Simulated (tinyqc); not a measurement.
# Worked calculation: abrupt p-n junction, non-linear Poisson equation by Newton steps

Numbers from tinyqc (`OMP_NUM_THREADS=1 python tinyqc.py 2000077 2000078 out.jsonl`; about 0.02 s on one thread of a shared Intel Xeon 2.30GHz). Printed values are rounded; ~0 in a residual or rate marks an entry under 1e-11 of the largest of its column.

One dimension, p side on the left, n side on the right; net doping C = -Na for x < 0 and +Nd for x > 0. The potential psi is counted from the intrinsic level, and the quasi-Fermi potentials are flat: 0 for holes and -V for electrons, so n = ni exp((psi + V)/Vt) and p = ni exp(-psi/Vt) (Boltzmann statistics, full ionisation, no current).

Parameters, values chosen for the exercise; band and dielectric values close to those of 4H silicon carbide:
```
symbol,value,unit,meaning
T,400,K,temperature
Eg,3.24,eV,band gap
eps_r,9.64,,relative permittivity
Nc,2.6e19,cm^-3,conduction-band density of states at T
Nv,3.9e19,cm^-3,valence-band density of states at T
Na,1.4e16,cm^-3,acceptor density of the p side
Nd,2.7e15,cm^-3,donor density of the n side
V,0,V,bias of the p side against the n side
```

Constants: q = 1.602176634e-19 C, kB = 1.380649e-23 J/K, Vt = kB T/q, eps0 = 8.8541878128e-14 F/cm where lengths are in cm. Results are converted to the units shown.

## Intrinsic density, end potentials and Debye lengths

ni = sqrt(Nc Nv) exp(-Eg/(2 Vt)), Eg in volts; psi_p = -Vt ln(Na/ni), psi_n = Vt ln(Nd/ni) - V; Debye length sqrt(eps0 eps_r Vt/(q N)).

ni = 0.1235712 cm^-3
psi_p = -1.353568 V
psi_n = 1.296839 V
Debye length, p side = 36.21680 nm
Debye length, n side = 82.46929 nm

## Net doping on the mesh

x, node 0 to 9 (nm): -524  -365  -233  -125  -36.5  36.5  177  449  972  1980

C = -Na for x < 0 and +Nd for x > 0, taken at the nodes.

net doping C, node 0 to 9 (cm^-3): -1.4e16  -1.4e16  -1.4e16  -1.4e16  -1.4e16  2.7e15  2.7e15  2.7e15  2.7e15  2.7e15

## Couplings between neighbouring nodes

a_i = eps0 eps_r/h_i for the interval from node i to i + 1, with h_i = x_(i+1) - x_i in cm.

coupling a_i, interval 0 to 8 (F/cm^2): 5.368199e-8  6.466240e-8  7.903182e-8  9.644562e-8  1.169238e-7  6.075044e-8  3.138028e-8  1.632015e-8  8.467695e-9

## Starting potential

psi_p = -Vt ln(Na/ni) on nodes with x < 0 and psi_n = Vt ln(Nd/ni) - V on the others.

psi at the start, node 0 to 9 (V): -1.353568  -1.353568  -1.353568  -1.353568  -1.353568  1.296839  1.296839  1.296839  1.296839  1.296839

## Iteration 1: densities, residual and Jacobian diagonal

n_i = ni exp((psi_i + V)/Vt), p_i = ni exp(-psi_i/Vt), rho_i = p_i - n_i + C_i, g_i = (n_i + p_i)/Vt. Box widths w_i = (h_(i-1) + h_i)/2 in cm. Residual F_i = a_i (psi_(i+1) - psi_i) - a_(i-1) (psi_i - psi_(i-1)) + q rho_i w_i; Jacobian: a_(i-1) and a_i beside the diagonal, b_i = -a_(i-1) - a_i - q g_i w_i on it. The two end nodes are fixed.

```
node     n (cm^-3)     p (cm^-3)
0     1.090703e-18        1.4e16
1     1.090703e-18        1.4e16
2     1.090703e-18        1.4e16
3     1.090703e-18        1.4e16
4     1.090703e-18        1.4e16
5           2.7e15  5.655498e-18
6           2.7e15  5.655498e-18
7           2.7e15  5.655498e-18
8           2.7e15  5.655498e-18
9           2.7e15  5.655498e-18
```

```
node  residual F (C/cm^2)  diagonal b (F/cm^2)
1                      ~0         -1.065167e-6
2                      ~0         -9.245787e-7
3                      ~0         -8.148266e-7
4             3.098956e-7         -7.388396e-7
5            -3.098956e-7         -3.116447e-7
6                      ~0         -3.509730e-7
7                      ~0         -5.465601e-7
8                      ~0         -9.854849e-7
```

## Iteration 1: Newton step

Solve the tridiagonal system a_(i-1) d_(i-1) + b_i d_i + a_i d_(i+1) = -F_i for nodes 1 to 8, with d = 0 on fixed nodes. Each component d is damped to sign(d) Vt ln(1 + |d|/Vt) before it is added.

Newton step d, before damping, node 1 to 8 (V): 0.0001729  0.0028480  0.0331765  0.2779597  -0.9213501  -0.1603011  -0.0092081  -0.0001525
psi after iteration 1, node 0 to 9 (V): -1.353568  -1.353396  -1.350832  -1.330329  -1.277587  1.182314  1.237146  1.288678  1.296686  1.296839

## Iteration 2: densities, residual and Jacobian diagonal

As before.

```
node     n (cm^-3)     p (cm^-3)
0     1.090703e-18        1.4e16
1     1.096174e-18   1.393013e16
2     1.180821e-18   1.293155e16
3     2.140497e-18   7.133786e15
4     9.886102e-18   1.544577e15
5      9.736902e13  1.568245e-16
6      4.778301e14  3.195664e-17
7      2.130784e15  7.166303e-18
8      2.688108e15  5.680518e-18
9           2.7e15  5.655498e-18
```

```
node  residual F (C/cm^2)  diagonal b (F/cm^2)
1           -6.345034e-12         -1.060441e-6
2           -5.995897e-10         -8.649833e-7
3            -7.342126e-9         -5.012617e-7
4             2.664201e-7         -2.713429e-7
5            -2.798386e-7         -1.825056e-7
6             5.629136e-9         -1.379391e-7
7             2.138776e-9         -4.413902e-7
8            1.643507e-11         -9.812536e-7
```

## Iteration 2: Newton step

As before.

Newton step d, before damping, node 1 to 8 (V): 0.000241  0.004057  0.051789  0.341970  -1.527693  -0.641285  -0.040771  -0.000661
psi after iteration 2, node 0 to 9 (V): -1.353568  -1.353155  -1.346997  -1.298711  -1.195182  1.050857  1.134574  1.261770  1.296031  1.296839

## Iteration 3: densities, residual and Jacobian diagonal

As before.

```
node     n (cm^-3)     p (cm^-3)
0     1.090703e-18        1.4e16
1     1.103850e-18   1.383326e16
2     1.319794e-18   1.156987e16
3     5.356544e-18   2.850690e15
4     1.079662e-16   1.414318e14
5      2.148461e12  7.107341e-15
6      2.437348e13  6.264943e-16
7      9.761672e14  1.564265e-17
8      2.637504e15  5.789507e-18
9           2.7e15  5.655498e-18
```

```
node  residual F (C/cm^2)  diagonal b (F/cm^2)
1           -1.264202e-11         -1.053890e-6
2            -1.254286e-9         -7.890323e-7
3            -1.138182e-8         -3.056622e-7
4             2.347008e-7         -2.186779e-7
5            -2.529153e-7         -1.777808e-7
6             7.747189e-9         -9.446735e-8
7             7.546170e-9         -2.280599e-7
8            2.141894e-10         -9.632478e-7
```

## Iteration 3: Newton step

As before.

Newton step d, before damping, node 1 to 8 (V): 0.000107  0.001935  0.035100  0.227669  -1.610450  -0.987842  -0.102944  -0.001522
psi after iteration 3, node 0 to 9 (V): -1.353568  -1.353049  -1.345114  -1.274504  -1.125251  0.917620  1.017731  1.214102  1.294542  1.296839

## Course of the Newton iteration

Stop when the largest undamped |d| is below 1e-9 V, or after 80 iterations.

Course of the iteration:
```
iteration  largest |F| (C/cm^2)  largest |d| (V)  at node
1                       3.10e-7            0.921        5
2                       2.80e-7             1.53        5
3                       2.53e-7             1.61        5
4                       2.28e-7             1.54        5
5                       2.06e-7             1.49        5
6                       1.88e-7             1.38        5
7                       1.73e-7             1.25        5
8                       1.58e-7             1.13        5
9                       1.43e-7             1.01        5
...                         ...              ...      ...
17                      3.59e-8            0.210        5
18                      2.50e-8            0.142        5
19                      1.52e-8           0.0859        5
20                      7.60e-9           0.0428        5
21                      2.66e-9           0.0150        5
22                     4.51e-10          2.54e-3        5
23                     1.58e-11          8.91e-5        5
24                     2.04e-14          1.15e-7        5
25                     3.40e-20         1.92e-13        5
```

Converged in 25 iterations. Once the step is below 0.1 Vt, 3 more iteration(s) reach the threshold: near the solution the error is roughly squared each time.

## Converged densities, field and charge

converged psi, node 0 to 9 (V): -1.353568  -1.353247  -1.348294  -1.295916  -1.067398  -0.724033  -0.139185  0.708724  1.285452  1.296839

n and p as above; field E_i = -(psi_(i+1) - psi_i)/h_i on each interval; charge on either side of the peak Q = eps0 eps_r |E|max (Gauss).

```
node     n (cm^-3)     p (cm^-3)
0     1.090703e-18        1.4e16
1     1.100925e-18   1.387001e16
2     1.271055e-18   1.201352e16
3     5.808908e-18   2.628695e15
4     4.398341e-15   3.471728e12
5     9.321966e-11    1.638050e8
6      0.002179037      7.007613
7       1.050637e8  1.453390e-10
8      1.940431e15  7.869306e-18
9           2.7e15  5.655498e-18
```

field E, interval 0 to 8 (kV/cm): -0.02022  -0.37524  -4.84979  -25.82119  -47.03641  -41.62617  -31.17314  -11.02729  -0.11296
peak |E| = 47.03641 kV/cm
charge Q = 40.14763 nC/cm^2

## Check against the exact first integral and the depletion approximation

ni = sqrt(Nc Nv) exp(-Eg/(2 Vt)), Eg in volts. Exact first integral for an abrupt junction with thick neutral sides: psi_p = -Vt ln(Na/ni), psi_n = Vt ln(Nd/ni) - V, psi_j = (Nd psi_n + Na psi_p - Vt (Nd - Na))/(Na + Nd) at the junction, n_j = ni exp((psi_j + V)/Vt), p_j = ni exp(-psi_j/Vt), and E_j^2 = (2 q/(eps0 eps_r)) [Nd (psi_n - psi_j - Vt) + Vt (n_j + p_j)] (minority densities of the neutral sides neglected). Depletion approximation: Vbi = Vt ln(Na Nd/ni^2), W = sqrt(2 eps0 eps_r (Vbi - V)(1/Na + 1/Nd)/q), xp = W Nd/(Na + Nd), xn = W Na/(Na + Nd), peak field 2 (Vbi - V)/W, capacitance eps0 eps_r/W.

psi_j = -0.9017359 V
exact field at the junction = 46.83585 kV/cm
Vbi = 2.650407 V
W = 1116.969 nm
peak field in the depletion approximation = 47.45711 kV/cm

The depletion approximation gives a peak field 1.3 % above the exact one, since it leaves out the Debye tails of the majority carriers at the edges of the depleted layer. The 10-node mesh above gave 47.04 kV/cm on the interval that holds the junction, 0.43 % above the exact value.
